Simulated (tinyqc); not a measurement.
Inside a calculation: Franz-Keldysh effect at a direct gap. Values are carried at full precision from step to step, so a last printed digit may differ when a step is redone from the rounded ones.

Parabolic bands, vertical transitions, no excitons. For each hole band j: mr = me mj/(me + mj); joint density of states J_j(E) = (mr/c)^(3/2) sqrt(E - Eg)/(2 pi^2), both spins, c = hbar^2/2m0; averaged matrix element |e.p|^2 = m0 Ep/6; alpha_j(E) = 4 pi^2 alpha_f c Ep J_j/(3 nr E) in 1/angstrom (alpha_f the fine-structure constant, listed as alpha among the constants), times 1e8 for 1/cm.

In a field Fd (1 kV/cm = 1e-5 V/angstrom) the electro-optic energy of band j is th = (c (e Fd)^2/mr)^(1/3), and sqrt(E - Eg) in J_j is replaced by pi sqrt(th) [Ai'(b)^2 - b Ai(b)^2] with b = (Eg - E)/th; Ai is the Airy function.

Constants: hbar^2/2m0 = 3.80998211 eV angstrom^2; fine-structure constant alpha = 0.007297352564.

Values chosen for the exercise (near those of InP; shifted at random, so the results belong to these values and not to a real crystal): Eg = 1.353 eV (direct gap); me = 0.0815 m0 (electron mass); mhh = 0.628 m0 (heavy-hole mass); mlh = 0.0913 m0 (light-hole mass); Ep = 20 eV (Kane energy); nr = 3.38 (refractive index); Fd = 28 kV/cm (uniform field); E = 1.371 eV (photon energy); L = 23 micrometre (length of a waveguide).

## Electro-optic energy and length

For each hole band give mr, th and the length th/(e Fd).

Scales:
```
hole   mr (m0)  th (meV)  length (angstrom)
heavy  0.07214    16.058               57.3
light  0.04306    19.071               68.1
```

The light-hole pair has th larger by a factor 1.188, the cube root of the ratio of reduced masses.

## Airy factors at E

Ai is the Airy function, th the electro-optic energy of each hole band from the table (its other columns are not needed here), b = (Eg - E)/th with th in eV; the factor takes the place of sqrt(E - Eg) in the joint density of states.

Form b, Ai(b), Ai'(b) and the factor pi sqrt(th) [Ai'^2 - b Ai^2] for each band, beside sqrt(E - Eg) (zero below the gap).

Factors:
```
hole         b   Ai(b)    Ai'(b)  factor (eV^(1/2))  without field
heavy  -1.1209  0.5327   0.05843             0.1280         0.1342
light  -0.9438  0.5342  -0.03937             0.1175         0.1342
```

## Absorption with and without the field

Put the factors in place of sqrt(E - Eg) in alpha_j and add the bands; a waveguide of length L changes its transmission by 4.343 (alpha(F) - alpha(0)) L dB.

alpha_j in the field (1/cm): heavy 2.67e+03, light 1.13e+03

alpha(F) = 3.80e+03 1/cm
alpha(0) = 4086 1/cm
change of loss = -2.88 dB

Without the field the loss over L is 41 dB, so this energy is of no use for a modulator. Above the gap the field lowers the absorption at this energy; the sign alternates with energy (Franz-Keldysh oscillations). Excitons, which add a sharp peak at low field, are left out.

## Checks

- Airy factor at b = -40 against the zero-field limit sqrt(-b): 6.33 against 6.32.

Computed by tinyqc, a small Python program: `OMP_NUM_THREADS=1 python tinyqc.py 1682467 1682468 out.jsonl` (the numbers bound the seed that draws the inputs); one thread of a shared host (Intel(R) Xeon(R) Processor @ 2.30GHz), about 0.01 s for the whole set of steps.
